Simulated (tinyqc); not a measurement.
Disorder broadening of a semi-elliptic band in the self-consistent Born approximation: one step of the calculation.

The local Green function is G = g0(z - Sigma) with z = E + i eta and g0(z) = (z - sqrt(z - 2t) sqrt(z + 2t))/(2 t^2), principal roots; the self-energy is Sigma = D G. The density of states is -Im G/pi.

Question. Density of states and lifetime. G = Sigma/D, density of states -Im G/pi, lifetime hbar/(2 |Im Sigma|); without disorder the density of states is -Im g0(z)/pi. Closed form: G = (z - sqrt(z^2 - 4 (t^2 + D)))/(2 (t^2 + D)) with the root that gives Im G < 0; for eta -> 0 a semi-ellipse of half-width 2 sqrt(t^2 + D).

Inputs (values chosen for the exercise):

| symbol | value | unit | meaning |
|---|---|---|---|
| t | 1 | eV | hopping |
| D | 0.93 | eV^2 | variance of the random site energy |
| eta | 0.03 | eV | bare broadening |
| E | 1.618 | eV | energy from the band centre |

Constants: q = 1.602176634e-19 C, hbar = 1.054571817e-34 J s. Results are converted to the units shown.

converged Sigma = 0.38465218-0.53705788i eV

Find: density of states; lifetime; density of states without disorder.

Answer.

density of states = 0.1838 1/eV
lifetime = 0.6128 fs
density of states without disorder = 0.1825 1/eV

Disorder makes the density of states at this energy 0.72 % above the clean value.

Range of the model: The self-consistent Born approximation misses band tails from rare fluctuations and localisation.

Computed by the program tinyqc: `OMP_NUM_THREADS=1 python tinyqc.py 2720033 2720034 out.jsonl`, one thread of a shared Intel Xeon 2.30GHz, about 0.01 s for the whole run.
